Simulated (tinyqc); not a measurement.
Hall effect and magnetoresistance of several carrier groups with constant relaxation times: one step, computed by the program tinyqc. Command: `OMP_NUM_THREADS=1 python tinyqc.py 3018553 3018554 out.jsonl hall2 walk`. One thread of a shared host (Intel(R) Xeon(R) Processor @ 2.30GHz), about 0.01 s of CPU time with the checks.

Group 1 has charge -e and group 2 charge +e; s_i is that sign. B lies along z; mu B is formed with mu in m^2/(V s).

Task: Limits of weak and strong field. Weak field: R_H(0) = sum s_i n_i mu_i^2/(e (sum n_i mu_i)^2); MR = c B^2 with c = n1 n2 mu1 mu2 (s1 mu1 - s2 mu2)^2/(n1 mu1 + n2 mu2)^2. Strong field: R_H = 1/(e sum s_i n_i); rho_xx saturates at (n1/mu1 + n2/mu2)/(e (sum s_i n_i)^2).

Inputs (values chosen for the exercise, for a model conductor):

| quantity | value | unit |
|---|---|---|
| density n1 | 1.2e+13 | 1/cm^2 |
| mobility mu1 | 3700 | cm^2/(V s) |
| density n2 | 9.1e+11 | 1/cm^2 |
| mobility mu2 | 280 | cm^2/(V s) |

Carriers: electrons and holes. Densities: per area (a thin layer).

Constants: e = 1.602176634e-19 C.

Give: R_H at weak field; coefficient c; R_H at strong field; saturation MR.

Result:

R_H at weak field = -5.140e+05 cm^2/C

coefficient c = 8.987e-04 1/T^2

R_H at strong field = -5.628e+05 cm^2/C

saturation MR = 135.8 %

R_H keeps its sign, and its size changes by a factor 1.09 from weak to strong field.
